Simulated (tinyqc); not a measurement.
What moves the results: Shockley-Read-Hall recombination through one deep level. A value that a table varies takes the place of the one given here.

One level at Et with degeneracy 1: tn = 1/(sn vth Nt), tp = 1/(sp_ vth Nt), n1 = Nc exp((Et - Eg)/kT), p1 = Nv exp(-Et/kT), ni^2 = n1 p1. Equilibrium n0 = Nm, p0 = ni^2/Nm; n = n0 + dn, p = p0 + dn. U = (n p - ni^2)/(tp (n + n1) + tn (p + p1)), lifetime dn/U; emission rates en = sn vth n1, ep = sp_ vth p1.

Constants: kB = 8.617333262e-05 eV/K.

Parameters, chosen for this exercise (gap and densities of states near those of Si at this temperature; the results hold for these values, not for the real material):
- E1 = 0.557 eV (level (0/-1) above Ev)
- E2 = 0.629 eV (level (-1/-2) above Ev)
- gm = 2 (degeneracy of the middle state, the others 1)
- T = 300 K
- Eg = 1.13 eV (gap)
- Nc = 2.79e+19 1/cm^3 (conduction-band density of states)
- Nv = 1.1e+19 1/cm^3 (valence-band density of states)
- Nd = 2.2e+13 1/cm^3 (ionised shallow donors minus acceptors)
- Et = 0.629 eV (recombination level above Ev)
- Nt = 1.3e+14 1/cm^3 (defects)
- sn = 5.8e-15 cm^2 (electron capture cross-section)
- sp_ = 1.1e-14 cm^2 (hole capture cross-section)
- vth = 19000000 cm/s (thermal velocity, both carriers)
- Nm = 1.9e+16 1/cm^3 (equilibrium electrons for the lifetime steps)
- dn = 4.8e+15 1/cm^3 (excess pairs)

## Charge state against the Fermi level (deep level with several charge states)

Energies from Ev. The defect has charge states 0, -1, -2 with weights 1, gm exp((EF - E1)/kT), exp((2 EF - E1 - E2)/kT); the shares are the weights over their sum. Boltzmann carriers: n = Nc exp((EF - Eg)/kT), p = Nv exp(-EF/kT). Neutrality: p - n + Nd + Nt <q> = 0.

Shares:
```
EF (eV)      0     -1     -2     <q>
0.068    1.000  0.000  0.000   0.000
0.158    1.000  0.000  0.000   0.000
0.249    1.000  0.000  0.000   0.000
0.339    1.000  0.000  0.000   0.000
0.429    0.986  0.014  0.000  -0.014
0.520    0.675  0.323  0.002  -0.327
0.610    0.049  0.767  0.184  -1.135
0.701    0.000  0.110  0.890  -1.890
0.791    0.000  0.004  0.996  -1.996
0.881    0.000  0.000  1.000  -2.000
0.972    0.000  0.000  1.000  -2.000
1.062    0.000  0.000  1.000  -2.000
```

Where the levels are several kT apart the middle state rules between about E1 - kT ln gm = 0.539 and E2 + kT ln gm = 0.647 eV; its largest share listed is 0.767. Each step spreads from 10 % to 90 % over 4.4 kT = 0.114 eV.

## Defects against doping (deep level with several charge states)

Nt takes the listed multiples of |Nd|; the resistivity uses mobilities of 1000 (electrons) and 300 (holes) cm^2/(V s), chosen for the exercise, and e = 1.602176634e-19 C.

Neutral state:
```
Nt/|Nd|  EF (eV)  n (1/cm^3)  p (1/cm^3)  rho (ohm cm)
0.01      0.7662    2.16e+13    1.48e+06           289
0.10      0.7610    1.76e+13    1.81e+06           354
0.30      0.7435    8.95e+12    3.56e+06           697
0.60      0.6621    3.85e+11    8.30e+07      1.62e+04
0.90      0.6069    4.55e+10    7.02e+08      1.37e+05
1.10      0.5813    1.69e+10    1.89e+09      3.58e+05
1.50      0.5543    5.94e+09    5.37e+09      8.26e+05
3.00      0.5207    1.62e+09    1.97e+10      8.30e+05
10.00     0.4823    3.67e+08    8.69e+10      2.36e+05
```

EF goes from 0.766 to 0.482 eV and the resistivity from 289 to 2.36e+05 ohm cm, with a largest value of 8.3e+05. The largest move of EF, -0.081 eV, comes between Nt/|Nd| = 0.3 and 0.6; the levels lie at 0.557 and 0.629 eV. A defect can take up to two electrons, so EF leaves the neighbourhood of the band edge near Nt = Nd/2 and drops from the upper towards the lower level near Nt = Nd. The type changes along the table.

## Lifetime against injection

Recombination:
```
dn (1/cm^3)  lifetime (microsecond)  U (1/(cm^3 s))
1.0e+11                     0.03681        2.72e+18
1.0e+12                     0.03681        2.72e+19
1.0e+13                     0.03684        2.71e+20
1.0e+14                     0.03717        2.69e+21
1.0e+15                     0.04030        2.48e+22
1.0e+16                     0.06088        1.64e+23
1.0e+17                     0.09546        1.05e+24
1.0e+18                      0.1053        9.50e+24
```

The lifetime rises from 0.03681 to 0.1053 microsecond; tn + tp = 0.1066. At low injection it is tp (1 + n1/n0) + tn p1/n0 with n1/Nm = 5.6e-06 and p1/Nm = 1.6e-08: re-emission is negligible, so minority capture alone counts. Auger and radiative paths are left out; they cut in at the highest injections, and in a doped direct-gap crystal the radiative one counts at all injections. dn = dp neglects trapped charge, which matters where the traps hold a charge comparable with dn, at low injection and with very unequal cross sections.

## Where a level does most harm

Et takes the values listed; G = Nt en ep/(en + ep) in a depleted region; the lifetime is for dn = 1e11 1/cm^3.

Results:
```
Et (eV)  lifetime (microsecond)  G (1/(cm^3 s))
0.068                      2.95        5.77e+08
0.158                     0.126        1.87e+10
0.249                    0.0395        6.33e+11
0.339                    0.0369        2.06e+13
0.429                    0.0368        6.69e+14
0.520                    0.0368        2.17e+16
0.610                    0.0368        1.65e+16
0.701                    0.0368        5.00e+14
0.791                    0.0369        1.54e+13
0.881                    0.0404        4.74e+11
0.972                     0.157        1.40e+10
1.062                      3.93        4.31e+08
```

Generation peaks where en = ep, at Eg/2 + (kT/2) ln(sp_ Nv/(sn Nc)) = 0.561 eV; the largest value listed is at 0.520 eV, and G falls by a decade for each 0.060 eV away from the peak. The lifetime is within a factor 2 of its minimum, 0.0368 microsecond, from 0.249 to 0.881 eV: recombination tolerates a wide range of Et, generation a narrow one.

## What moves lifetime and leakage

G = Nt en ep/(en + ep). Each row changes one parameter from the base and keeps the others.

Results:
```
case                  lifetime (microsecond)  G (1/(cm^3 s))
base                                 0.05088        8.06e+15
Et = 0.669 eV                        0.05088        1.72e+15
sn = 1.16e-14 cm^2                   0.04384        8.08e+15
sp_ = 2.2e-14 cm^2                   0.03248        1.60e+16
Nt = 6.5e+13 1/cm^3                   0.1018        4.03e+15
Nm = 5.7e+16 1/cm^3                  0.04223        8.06e+15
dn = 1.44e+16 1/cm^3                 0.06690        8.06e+15
```

The largest shifts from the base row, up to three for each result and ties (the steps differ in size, so this ranks the rows, not the parameters). lifetime (microsecond): Nt +0.0509, sp_ -0.0184, dn +0.0160; unchanged at the printed digits by Et. G (1/(cm^3 s)): sp_ +7.98e+15, Et -6.34e+15, Nt -4.03e+15; unchanged at the printed digits by Nm and dn.

tinyqc: `OMP_NUM_THREADS=1 python tinyqc.py 1681091 1681092 out.jsonl`; about 0.01 s, one thread, shared Intel(R) Xeon(R) Processor @ 2.30GHz.
